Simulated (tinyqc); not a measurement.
The mobility curve: inversion-layer mobility, back-scattering and ballistic limit of a field-effect transistor. Computed by tinyqc, a small Python program. Command: `OMP_NUM_THREADS=1 python tinyqc.py 3004914 3004915 out.jsonl mos walk`. One thread of a shared host (Intel(R) Xeon(R) Processor @ 2.30GHz), about 0.01 s of CPU time with the checks.

The charge at the top of the source barrier is fixed by the gate; series resistance and short-channel effects are left out. F_j are Fermi integrals normalised to exp(eta) in the classical limit.

Inputs (values chosen for the exercise, modelled on a silicon n-channel):

| quantity | value | unit |
|---|---|---|
| weight w of the inversion charge | 0.5 | - |
| permittivity eps | 11.7 | - |
| phonon mobility at 1 MV/cm and 300 K, mu_ph | 360 | cm^2/(V s) |
| roughness mobility at 1 MV/cm, mu_sr | 1300 | cm^2/(V s) |
| Coulomb mobility at N_inv = 1e12/cm^2, mu_C | 770 | cm^2/(V s) |
| electrical oxide thickness t_inv | 4.5 | nm |
| depletion charge N_dep | 9.4e+11 | 1/cm^2 |
| temperature T | 300 | K |

Statistics at the top of the barrier: Fermi-Dirac.

Constants: eps_0 = 8.8541878128e-12 F/m; e = 1.602176634e-19 C.

Method. N_inv = 3.9 eps_0 (V_G - V_T)/(e t_inv); effective field E_eff = e (N_dep + w N_inv)/(eps eps_0). mu_phonon = mu_ph (E_eff/1 MV/cm)^(-0.3) (T/300 K)^(-1.75); mu_rough = mu_sr (E_eff/1 MV/cm)^(-2); mu_Coulomb = mu_C (N_inv/1e12 cm^-2) (T/300 K); Matthiessen's rule adds 1/mu.

Mobilities (cm^2/(V s)):

| V_G - V_T (V) | N_inv (1/cm^2) | E_eff (MV/cm) | phonon | roughness | Coulomb | total |
|---|---|---|---|---|---|---|
| 0.03 | 1.4369e+11 | 0.15649 | 627.99 | 53084 | 110.6 | 93.90 |
| 0.06 | 2.8737e+11 | 0.16760 | 615.20 | 46279 | 221.3 | 162.17 |
| 0.12 | 5.7474e+11 | 0.18982 | 592.65 | 36078 | 442.6 | 251.59 |
| 0.20 | 9.5790e+11 | 0.21945 | 567.41 | 26993 | 737.6 | 316.94 |
| 0.35 | 1.6763e+12 | 0.27501 | 530.27 | 17189 | 1290.8 | 367.82 |
| 0.50 | 2.3948e+12 | 0.33056 | 501.79 | 11897 | 1844.0 | 381.79 |
| 0.75 | 3.5921e+12 | 0.42316 | 465.96 | 7260 | 2765.9 | 378.02 |
| 1.00 | 4.7895e+12 | 0.51575 | 439.11 | 4887 | 3687.9 | 363.22 |
| 1.50 | 7.1843e+12 | 0.70094 | 400.50 | 2646 | 5531.9 | 327.27 |

The lowest part is Coulomb from 0.0300 to 0.120, phonon from 0.200 to 1.50 V. The total peaks at 382 near E_eff = 0.33 MV/cm: screening lifts it at low density and the field presses it down at high density.

Extremes, crossings and ranges named in words are read from the listed rows.
